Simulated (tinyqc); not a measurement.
Heterojunction of two tight-binding chains, step by step. Values are carried at full precision from step to step, so a last printed digit may differ when a step is redone from the rounded ones.

Left chain: hopping -t1, sites at 2 t1 (band bottom 0). Right chain: hopping -t2, sites at dE + 2 t2 (bottom dE). t = c/(m a^2), c = hbar^2/2m0. The bond across the interface is -tc with tc = f sqrt(t1 t2), and the last left site has the extra energy U. In a chain E = bottom + 2t (1 - cos(ka)); the surface Green function of a half chain is g = -exp(ika)/t, with Im k > 0 where cos(ka) > 1.

Constants: hbar^2/2m0 = 3.80998211 eV angstrom^2.

Inputs chosen for the exercise (masses and offset of the size met at InAs / GaSb; shifted at random, so the results belong to these values and not to a real crystal): a = 5.65 angstrom (site spacing); m1 = 0.025 m0 (mass on the left); m2 = 0.04 m0 (mass on the right); f = 1 (factor on the interface hopping); dE = 0.73 eV (band offset); E = 0.815 eV (electron energy); U = -0.54 eV (extra energy on the last left site).

## Hoppings

Form t1, t2 and tc.

t1 = 4.7740 eV
t2 = 2.9838 eV
tc = 3.7742 eV

## Wave numbers and velocities

The left chain has hopping t1 and band bottom 0, the right one t2 and dE. cos(ka) = 1 - (E - bottom)/(2t); dE/dk = 2 t a sin(ka).

ka (rad): left 0.41617, right 0.16898

dE/dk (eV angstrom): left 21.8087, right 5.6705

## Self-energies on the last left site

Hoppings t1 (left), t2 (right), tc (interface); g is the surface Green function of a half chain. The rest of the left chain gives S1 = t1^2 g1 = -t1 exp(i k1 a); the right chain gives S2 = tc^2 g2 = -(tc^2/t2) exp(i k2 a).

S1 = -4.36654-1.92997i eV
S2 = -4.70604-0.80290i eV

## Transmission

The last site of the left chain has energy 2 t1 + U, and S1, S2 are the self-energies of the two half chains on it. G = 1/(E - 2 t1 - U - S1 - S2); T = 4 Im(S1) Im(S2) |G|^2.

G = 0.1067-0.3316i 1/eV
T = 0.7520

A fraction 0.2480 is reflected although the electron lies above the step.

## Checks

- T from the Green function against 1 - |r|^2 from matching plane waves: both 0.752027.

(tinyqc, `OMP_NUM_THREADS=1 python tinyqc.py 1451530 1451531 out.jsonl`, Intel(R) Xeon(R) Processor @ 2.30GHz, 1 thread, shared host, about 0.01 s.)
